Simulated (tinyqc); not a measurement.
RKS/exchange-only LDA in the 3-21g basis, for H2, spin multiplicity 1, step by step. One step of it, computed by the program tinyqc.

Question. Iteration 2: diagonalisation and new density. Diagonalise F' = X^T F X, C = X C', fill 1 alpha and 1 beta electrons from the bottom; D = 2 C_occ C_occ^T. Each column has its largest component positive (the first on a tie).

Kohn-Sham matrix F (hartree), lower triangle:
```
           1H 1s      1H 2s      2H 1s      2H 2s
1H 1s   0.173892
1H 2s  -0.297190  -0.162869
2H 1s  -0.293608  -0.275971   0.173892
2H 2s  -0.275971  -0.190803  -0.297190  -0.162869
```

X:
```
               1          2          3         4
1H 1s  -0.682736   0.812397   0.790770  0.270957
1H 2s   1.924360  -0.661310   0.280554  0.332862
2H 1s   0.682736   0.812397  -0.790770  0.270957
2H 2s  -1.924360  -0.661310  -0.280554  0.332862
```

Give: F' = X^T F X; orbital energies; coefficients C; D after iteration 2.

Answer.

F' = X^T F X (hartree), lower triangle:
```
         1        2       3        4
1   0.7542
2   0.0000   0.7643
3  -0.5311   0.0000  0.5702
4   0.0000  -0.0016  0.0000  -0.3027
```

orbital energies (hartree): MO1 -0.3027, MO2 0.1232, MO3 0.7644, MO4 1.2012

coefficients C:
```
          MO1      MO2      MO3      MO4
1H 1s  0.2722   0.1654   0.8120  -1.0316
1H 2s  0.3319   1.4538  -0.6618   1.2916
2H 1s  0.2722  -0.1654   0.8120   1.0316
2H 2s  0.3319  -1.4538  -0.6618  -1.2916
```

D after iteration 2, lower triangle:
```
        1H 1s   1H 2s   2H 1s   2H 2s
1H 1s  0.1481
1H 2s  0.1807  0.2203
2H 1s  0.1481  0.1807  0.1481
2H 2s  0.1807  0.2203  0.1807  0.2203
```
